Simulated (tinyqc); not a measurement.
# p-n junction with a stepped n side, non-linear Poisson equation by Newton steps: capacitance and field against bias

One dimension, p side on the left, n side on the right; net doping C = -Na for x < 0, +N1 for 0 < x < L1 and +Nd beyond. The potential psi is counted from the intrinsic level, and the quasi-Fermi potentials are flat: 0 for holes and -V for electrons, so n = ni exp((psi + V)/Vt) and p = ni exp(-psi/Vt) (Boltzmann statistics, full ionisation, no current). Under reverse bias this makes the minority densities vanishingly small everywhere; they play no part in the charge.

The Poisson equation d/dx(eps0 eps_r dpsi/dx) = -q (p - n + C) is solved on a mesh of more than 1000 nodes that ends in neutral material (psi_p = -Vt ln(Na/ni), psi_n = Vt ln(Nd/ni) - V). C_j = q d/dV of the integral of p over x, from the linearised equation. ni = sqrt(Nc Nv) exp(-Eg/(2 Vt)), Eg in volts. Depletion approximation: Vbi = Vt ln(Na Nd/ni^2), W = sqrt(2 eps0 eps_r (Vbi - V)(1/Na + 1/Nd)/q), xp = W Nd/(Na + Nd), xn = W Na/(Na + Nd), peak field 2 (Vbi - V)/W, capacitance eps0 eps_r/W. The last column applies it to an abrupt Na-Nd junction.

Inputs (values chosen for the exercise); band and dielectric values close to those of 4H silicon carbide: temperature T = 300 K; band gap Eg = 3.31 eV; relative permittivity eps_r = 9.77; conduction-band density of states at T Nc = 1.67e19 cm^-3; valence-band density of states at T Nv = 2.5e19 cm^-3; acceptor density of the p side Na = 5.1e16 cm^-3; donor density of the n side Nd = 3.2e17 cm^-3; width of the first n layer L1 = 21 nm; donor density of the first n layer N1 = 9.6e17 cm^-3.

Constants: q = 1.602176634e-19 C, kB = 1.380649e-23 J/K, Vt = kB T/q, eps0 = 8.8541878128e-14 F/cm where lengths are in cm. Results are converted to the units shown.

Capacitance and field against bias:

| V (V) | peak \|E\| (kV/cm) | C_j (nF/cm^2) | 1/C_j^2 (cm^4/uF^2) | eps0 eps_r/C_j (nm) | abrupt depletion C (nF/cm^2) |
|---|---|---|---|---|---|
| 0.46 | 214.5 | 36.15 | 765.2 | 239.3 | 34.32 |
| -0.62 | 255.6 | 30.31 | 1089 | 285.4 | 28.83 |
| -1.69 | 290.6 | 26.63 | 1410 | 324.8 | 25.37 |
| -2.77 | 322.2 | 24.00 | 1737 | 360.5 | 22.89 |
| -3.85 | 350.8 | 22.00 | 2066 | 393.2 | 21.02 |
| -4.92 | 377.0 | 20.43 | 2397 | 423.5 | 19.56 |
| -6 | 401.7 | 19.12 | 2736 | 452.4 | 18.36 |

With V going from 0.46 to -6 V, C_j falls from 36.2 to 19.1 nF/cm^2 and the peak field rises from 214 to 402 kV/cm. The slope of 1/C_j^2, read as N = 2/(q eps0 eps_r |slope|), gives 4.82e16 cm^-3 between the first two rows and 4.60e16 cm^-3 between the last two, against Na Nd/(Na + Nd) = 4.40e16 cm^-3; the slopes of all rows agree within 5 %, as for uniform doping at both edges. At the end C_j goes as (Vbi - V)^(-0.52) with Vbi = 3.05 V, and it is 4.2 % above the abrupt depletion formula (at the first row 5.3 % above it).

Numbers from tinyqc (`OMP_NUM_THREADS=1 python tinyqc.py 2000096 2000097 out.jsonl`; about 0.07 s on one thread of a shared Intel Xeon 2.30GHz).
